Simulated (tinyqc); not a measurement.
# One electron in a tunnel-coupled double dot: charge qubit, sensing and quantum capacitance: what changes with what

Basis (left, right), H = [[ep/2, tc], [tc, -ep/2]], splitting Om = sqrt(ep^2 + 4 tc^2), ep = al times the gate voltage. In equilibrium the electron is on the right with the chance P_R = [1 + (ep/Om) tanh(Om/2 kB T)]/2.

Inputs (values chosen for the exercise):
- tc = 4 ueV (tunnel coupling)
- T = 0.2 K (electron temperature)
- al = 0.12 eV/V (lever arm of the gate on the detuning)
- f0 = 530 MHz (resonator frequency)
- se = 1.4 ueV (deviation of quasi-static detuning noise)

Constants: q = 1.602176634e-19 C, kB = 1.380649e-23 J/K, hbar = 1.054571817e-34 J s, h = 6.62607015e-34 J s, Vt = kB T/q. Results are converted to the units shown.

Each table varies one quantity; the others keep the values above.

## Line shape against detuning

q^2 al^2 dP_R/d(ep) splits into Cq = q^2 al^2 (2 tc^2/Om^3) tanh(Om/2 kB T) and Ct = q^2 al^2 (ep/Om)^2/(4 kB T cosh^2(Om/2 kB T)); Ct appears only if relaxation is faster than the drive. A resonator of frequency f0, capacitance Cp and quality factor Q shifts by df = -f0 Cq/(2 Cp) and its phase by -2 Q Cq/Cp. A Ct of 0 means below 1e-6 aF.

Line shape against detuning:

| ep (ueV) | Om (ueV) | P_R | Cq (aF) | Ct (aF) |
|---|---|---|---|---|
| 0 | 8.0000 | 0.50000 | 32.878 | 0 |
| 12.1 | 14.506 | 0.66584 | 9.6183 | 19.605 |
| 24.1 | 25.393 | 0.79760 | 2.8277 | 18.289 |
| 36.2 | 37.073 | 0.88645 | 1.1469 | 11.916 |
| 48.3 | 48.958 | 0.93886 | 0.55973 | 6.7911 |
| 60.3 | 60.828 | 0.96742 | 0.30933 | 3.6407 |
| 72.4 | 72.841 | 0.98267 | 0.18553 | 1.8763 |
| 84.4 | 84.778 | 0.99055 | 0.11941 | 0.95531 |
| 96.5 | 96.831 | 0.99469 | 0.080728 | 0.47920 |
| 108.6 | 108.89 | 0.99685 | 0.056969 | 0.23919 |
| 120.6 | 120.87 | 0.99801 | 0.041739 | 0.11976 |

What does the comparison show?

Cq falls from 32.9 to 0.0417 aF, and Ct goes from 0 through a maximum of 19.6 (at ep = 12.1 ueV among the rows listed) to 0.120 aF. Among the rows listed Ct reaches at most 59.6 % of the peak of Cq, with tc/kB T = 0.23: heat populates the upper level, lowers Cq and adds side lobes.

## Coherence against detuning

Noise in ep shifts Om by (ep/Om) d + (2 tc^2/Om^3) d^2. For Gaussian d of deviation se the spread of Om is sqrt[(ep se/Om)^2 + 2 (2 tc^2 se^2/Om^3)^2], and T2* is estimated as sqrt(2) hbar/spread; Om T2*/h counts the oscillations within T2*.

Coherence against detuning:

| ep (ueV) | Om (ueV) | T2* (ns) | oscillations within T2* |
|---|---|---|---|
| 0 | 8.0000 | 5.3732 | 10.394 |
| 0.2 | 8.0025 | 5.2716 | 10.200 |
| 0.4 | 8.0100 | 4.9988 | 9.6817 |
| 0.8 | 8.0399 | 4.2252 | 8.2140 |
| 1.6 | 8.1584 | 2.9137 | 5.7478 |
| 3.2 | 8.6163 | 1.7298 | 3.6039 |
| 6 | 10.000 | 1.1020 | 2.6647 |
| 12 | 14.422 | 0.79885 | 2.7858 |
| 24 | 25.298 | 0.70085 | 4.2872 |

T2* falls from 5.37 to 0.701 ns, towards sqrt(2) hbar/se = 0.665 ns far from the anticrossing; the first row is 7.67 times the last. First and second order are equal near ep = sqrt(2) se/2 = 0.990 ueV.

## Peak signal against tunnel coupling

At ep = 0: q^2 al^2 dP_R/d(ep) splits into Cq = q^2 al^2 (2 tc^2/Om^3) tanh(Om/2 kB T) and Ct = q^2 al^2 (ep/Om)^2/(4 kB T cosh^2(Om/2 kB T)); Ct appears only if relaxation is faster than the drive. The slope dP_R/d(ep) there is tanh(tc/kB T)/(4 tc).

Results:

| tc (ueV) | tc/kB T | Cq (aF) | slope (1/ueV) | 2 tc/h (GHz) |
|---|---|---|---|---|
| 2 | 0.1160 | 33.32 | 0.01444 | 0.9672 |
| 4.1 | 0.2379 | 32.85 | 0.01424 | 1.983 |
| 8.1 | 0.4700 | 31.20 | 0.01352 | 3.917 |
| 16 | 0.9284 | 26.31 | 0.01140 | 7.738 |
| 66 | 3.829 | 8.731 | 0.003784 | 31.92 |
| 130 | 7.543 | 4.437 | 0.001923 | 62.87 |
| 270 | 15.67 | 2.136 | 9.259e-4 | 130.6 |

Estimate the missing row, tc = 33 ueV.

Computed row:

| tc (ueV) | tc/kB T | Cq (aF) | slope (1/ueV) | 2 tc/h (GHz) |
|---|---|---|---|---|
| 33 | 1.915 | 16.74 | 0.007254 | 15.96 |

With this row back in the table: The peak Cq falls from 33.3 to 2.14 aF: it levels off at q^2 al^2/(4 kB T) = 33.5 aF for weak coupling and goes as tc^(-1.00) between the last two rows. Below tc of about kB T the slope measures temperature rather than coupling. For tc = 2 2 tc/h is less than three times the drive frequency f0, so the electron cannot follow adiabatically.

Numbers from tinyqc (`OMP_NUM_THREADS=1 python tinyqc.py 2470024 2470025 out.jsonl`; about 0.01 s on one thread of a shared Intel Xeon 2.30GHz).
